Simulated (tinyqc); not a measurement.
# A particle near a wafer in liquid: double-layer and van der Waals forces (DLVO), deposition barrier and removal, step by step

A worked calculation. Computed by tinyqc, a small Python program that keeps every step. Command: `OMP_NUM_THREADS=1 python tinyqc.py 3110919 3110920 out.jsonl dlvo walk`. One thread of a shared host (Intel(R) Xeon(R) Processor @ 2.30GHz), about 0.01 s of CPU time with the checks. Intermediate numbers are printed to about 6 digits and carried at full precision; extremes and crossings named in words are read from the listed rows.

Sphere and flat wall, Derjaguin approximation, constant potentials in the linear-superposition form, no retardation and no hydration force.

Inputs (values chosen for the exercise, of the order of those for ceria on silica in water):
```
quantity                             value   unit
particle radius R                      460     nm
Hamaker constant A                 1.6e-20      J
potential of the particle psi_1        -54     mV
potential of the wafer psi_2           -52     mV
salt concentration c                0.0046  mol/L
valence z of the symmetric salt          2      -
temperature T                          343      K
dielectric constant of the liquid     63.7      -
gap h                                  2.3     nm
contact distance h0                    0.4     nm
contact radius over R                 0.12      -
viscosity                             0.86  mPa s
```

Constants: e = 1.602176634e-19 C; N_A = 6.02214076e+23 1/mol; eps_0 = 8.8541878128e-12 F/m; k_B = 1.380649e-23 J/K; k_B = 8.617333262e-05 eV/K.

## Screening

kappa^2 = 2 z^2 e^2 N_A (1000 c)/(eps eps_0 k_B T); gamma_i = tanh(z e psi_i/(4 k_B T)); Z = 64 pi eps eps_0 (k_B T/(z e))^2 gamma_1 gamma_2.

kappa = 0.461506 1/nm

Debye length = 2.16682 nm

gamma_1 = -0.722796

gamma_2 = -0.706240

Z = 12.6433 pN

kappa R = 212.293

Like signs: the double layers repel.

## Energy and force at one gap

U(h) = Z R exp(-kappa h) - A R/(6 h); F(h) = -dU/dh = kappa Z R exp(-kappa h) - A R/(6 h^2), positive for repulsion.

double-layer energy = 424.867 k_B T

van der Waals energy = -112.622 k_B T

U(h) = 312.246 k_B T

F(h) = 696.671 pN

## The curve

The formulas are those given above.

Against the gap:
```
h (nm)  kappa h  U (k_B T)        F (pN)
0.4      0.1846    373.528  -5.43503e+03
0.6      0.2769    499.356  -1.37253e+03
1.0      0.4615    515.096   4.65199e+02
1.5      0.6923    441.920   7.98047e+02
2.5      1.1538    283.795   6.50418e+02
4.0      1.8460    129.118   3.47052e+02
7.0      3.2305     11.551   8.10842e+01
12.0     5.5381    -16.754   2.04098e+00
20.0     9.2301    -12.831  -2.80351e+00
40.0    18.4602     -6.476  -7.66641e-01
```

Caution: in rows with kappa h below 1 linear superposition is only rough.

## Barrier and secondary minimum

F = 0 reads x^2 exp(-x) = y with x = kappa h and y = A kappa/(6 Z); the left side peaks at x = 2 with 4/e^2 = 0.5413, so roots exist for smaller y: x < 2 is the barrier, x > 2 the secondary minimum.

y = 0.0973387

position of the barrier = 0.816117 nm

barrier height = 525.296 k_B T

position of the secondary minimum = 12.7168 nm

energy at the secondary minimum = -16.8983 k_B T

A barrier above 15 k_B T practically stops deposition. The secondary minimum is deep enough to hold particles loosely.

## Critical salt concentration

The barrier height is zero when U = 0 and F = 0 together: kappa h = 1 and kappa = 6 Z/(e A), e = 2.718282 here; c follows from kappa^2, with the potentials held fixed.

critical kappa = 1.74420 1/nm

critical concentration = 0.0657050 mol/L

## Adding salt

kappa scales as sqrt(c); potentials are held fixed. A dash marks rows without a maximum.

Against the concentration:
```
c (mol/L)  Debye length (nm)  barrier at (nm)  barrier (k_B T)  minimum at (nm)  minimum (k_B T)
6.57e-06             57.3349          3.58800          1081.43      5.88378e+02     -3.97343e-01
6.57e-05             18.1309          2.07043           970.48      1.59632e+02     -1.43836e+00
6.57e-04              5.7335          1.22349           780.41      4.16836e+01     -5.35944e+00
3.29e-03              2.5621          0.87138           576.79      1.56814e+01     -1.38194e+01
1.31e-02              1.2840          0.67751           342.25      6.47371e+00     -3.20764e+01
3.29e-02              0.8102          0.59784           153.93      3.42763e+00     -5.77076e+01
5.91e-02              0.6045          0.57408            23.92      2.19633e+00     -8.54764e+01
9.86e-02              0.4680          0.59028           -90.89      1.39597e+00     -1.23345e+02
1.97e-01              0.3311                -                -                -                -
```

At low salt the barrier tends to Z R = 1230 k_B T; it is half of that between 6.6e-4 and 0.0033 mol/L and changes sign at 0.066 mol/L, while the secondary minimum deepens to -85 k_B T at 0.9 of that.

## Removing an attached particle

Adhesion F_a = A R/(6 h0^2) [1 + a^2/(R h0)] - kappa Z R exp(-kappa h0), a the contact radius. Drag in a shear flow F_d = 1.7 x 6 pi mu R^2 G, acting at 1.4 R; rolling starts when 1.4 R F_d = a F_a. Wall shear stress = mu G.

van der Waals adhesion = 134627 pN

net adhesion F_a = 132395 pN

wall shear stress for rolling = 1673.63 Pa

shear rate G = 1.94608e+06 1/s

Checks made by the program: force against a difference of U (relative difference below 1e-10).
